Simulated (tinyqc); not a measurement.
Ion implantation: universal nuclear stopping, Lindhard-Scharff electronic stopping and a Gaussian range profile. From one set of inputs to another, one input at a time. Computed by tinyqc, a small Python program. Command: `OMP_NUM_THREADS=1 python tinyqc.py 3003048 3003049 out.jsonl implant ladder`. One thread of a shared host (Intel(R) Xeon(R) Processor @ 2.30GHz), about 0.1 s of CPU time with the checks.

An ion slows by elastic collisions with screened nuclei and by friction with electrons; channelling is ignored and the target is uniform.

The inputs printed are set A. Set A is modelled on boron ions in aluminium; the values taken over come from a set modelled on phosphorus ions in silicon. Inputs not listed in the table keep their values of set A, so the rows need not describe a real material.

Inputs (values chosen for the exercise, modelled on boron ions in aluminium):
```
quantity                                 value    unit
ion atomic number Z1                         5       -
ion mass M1                                 11       u
target atomic number Z2                     13       -
target mass M2                           26.98       u
target density N                          60.2  1/nm^3
ion energy E                               250     keV
scale factor of electronic stopping k     0.99       -
dose Q                                 6.7e+14  1/cm^2
background C_B                         5.4e+16  1/cm^3
displacement energy E_d                     25      eV
```

Method:
- Reduced energy eps = 32.53 M2 E/(Z1 Z2 (M1 + M2)(Z1^0.23 + Z2^0.23)), E in keV; s_n = ln(1 + 1.1383 eps)/(2 (eps + 0.01321 eps^0.21226 + 0.19593 eps^0.5)) for eps up to 30 and ln(eps)/(2 eps) above; S_n = 8.462 Z1 Z2 M1 s_n/((M1 + M2)(Z1^0.23 + Z2^0.23)) in 1e-15 eV cm^2.
- S_e = k 3.83 Z1^(7/6) Z2/(Z1^(2/3) + Z2^(2/3))^(3/2) sqrt(E/M1) in 1e-15 eV cm^2, E in keV.
- Path length R = int_0^E dE'/(N (S_n + S_e)); energy lost to nuclei nu = int_0^E S_n/(S_n + S_e) dE' (both with E' = E y^3 and 64 Gauss-Legendre points in y).
- Estimates of Lindhard type: R_p = R/(1 + M2/(3 M1)), straggle dR_p = (2/3) R_p sqrt(M1 M2)/(M1 + M2).
- C(x) = C_p exp(-(x - R_p)^2/(2 dR_p^2)) with C_p = Q/(sqrt(2 pi) dR_p), 1 nm = 1e-7 cm; the profile falls to the background at x_j = R_p + dR_p sqrt(2 ln(C_p/C_B)); the peak atomic fraction is C_p/N.
- Kinchin-Pease count with efficiency 0.8: N_d = 0.8 nu/(2 E_d), taking all of nu as damage energy (an upper estimate, as recoils also lose energy to electrons). Spread over a depth R_p + dR_p, displacements per atom = Q N_d/(N (R_p + dR_p)).

Each row keeps all changes above it:
```
input moved                                                                                                                   from                    to  peak concentration C_p (1/cm^3)  energy lost to nuclei nu (keV)  displacements per atom
set A                                                                                                                            -                     -                       1.7145e+19                           39.64                 0.10512
dose Q (1/cm^2)                                                                                                            6.7e+14               5.4e+14                       1.3818e+19                           39.64                 0.08472
target mass M2 (u) and target atomic number Z2 and target density N (1/nm^3) and displacement energy E_d (eV)  26.98, 13, 60.2, 25  28.09, 14, 49.94, 15                       1.2169e+19                           40.98                 0.15394
background C_B (1/cm^3)                                                                                                    5.4e+16               7.4e+15                       1.2169e+19                           40.98                 0.15394
ion energy E (keV)                                                                                                             250                   350                       9.7252e+18                           44.93                 0.13489
ion mass M1 (u) and ion atomic number Z1                                                                                     11, 5                31, 15                       1.4783e+19                          162.36                 0.80241
scale factor of electronic stopping k                                                                                         0.99                   1.5                       1.8643e+19                          131.03                 0.81664
```

Peak concentration C_p goes from 1.71e19 to 1.86e19, a factor 1.09 in all. The largest single move comes from ion mass M1 with ion atomic number Z1 (a factor 1.52), and ion energy E works against it (a factor 0.799). Energy lost to nuclei nu goes from 39.6 to 131, a factor 3.31 in all. The largest single move comes from ion mass M1 with ion atomic number Z1 (a factor 3.61), and scale factor of electronic stopping k works against it (a factor 0.807). Displacements per atom goes from 0.105 to 0.817, a factor 7.77 in all. The largest single move comes from ion mass M1 with ion atomic number Z1 (a factor 5.95), and dose Q works against it (a factor 0.806). The single moves hold for this order of the switches; the total does not depend on the order.

Caution (all rows): the estimates of R_p and dR_p assume mainly nuclear stopping and an ion not much lighter than the target; here they are rough, and for light ions in heavy targets the straggle can be low by a factor of two or more. Caution (rows ion mass M1, scale factor of electronic stopping k): above a few tenths of a displacement per atom cascades overlap, so the count overstates new damage; heavy ions turn silicon and germanium amorphous at such levels, while light ions such as boron and metal targets anneal much of the damage.

Extremes, crossings and ranges named in words are read from the listed rows.
